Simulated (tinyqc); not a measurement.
Electron mobility of a polar semiconductor by Rode's iterative solution of the Boltzmann equation: one step, computed by the program tinyqc.

The distribution is f(E) + e F l(E) (-df/dE) cos(theta) for a weak field F, theta counted from the force; l(E) is a mean free path. Elastic processes enter by their momentum rate, polar optical phonons by out- and in-scattering terms. One valley only: where upper valleys lie close, measured mobilities are lower. The density n is prescribed, even where a narrow-gap material would have more intrinsic carriers.

Problem. Fermi level and screening. Kane band: hbar^2 k^2/(2 m) = E (1 + alpha E), speed v = hbar k/(m (1 + 2 alpha E)), states per spin, volume and energy g(E) = m k (1 + 2 alpha E)/(2 pi^2 hbar^2); overlap factors are set to 1. Masses are multiplied by m_0 and all formulas are in SI units. The reduced Fermi level eta = E_F/(k_B T) solves n = 2 Z int g f dE with f = 1/(1 + exp(x - eta)) (Z = 1 unless valleys are given); screening length L_s = sqrt(eps_s eps_0 k_B T/(e^2 dn/deta)), dn/deta = 2 Z int g f (1 - f) dE. Integrals over x = E/(k_B T) use 160 Gauss-Legendre points in u = sqrt(x) from 0 to sqrt(max(eta, 0) + 32). N_I = n (1 + C)/(1 - C).

Inputs (values chosen for the exercise, modelled on GaSb):

| quantity | value | unit |
|---|---|---|
| effective mass m | 0.0397 | m_0 |
| non-parabolicity alpha | 1.2 | 1/eV |
| static permittivity eps_s | 15.7 | - |
| electron density n | 1.2e+17 | 1/cm^3 |
| compensation ratio C | 0 | - |
| temperature T | 150 | K |

Band: Kane. Elastic processes: acoustic, impurity.

Constants: k_B = 8.617333262e-05 eV/K; m_0 = 9.1093837015e-31 kg; e = 1.602176634e-19 C; hbar = 1.054571817e-34 J s; eps_0 = 8.8541878128e-12 F/m; k_B = 1.380649e-23 J/K.

Give: reduced Fermi level eta; screening length L_s; ionised impurity density N_I.

Solution.

reduced Fermi level eta = 1.0142

screening length L_s = 11.905 nm

ionised impurity density N_I = 1.20e+17 1/cm^3

Caution: the gas is degenerate, and screening of the polar coupling, left out here, would raise the mobility.
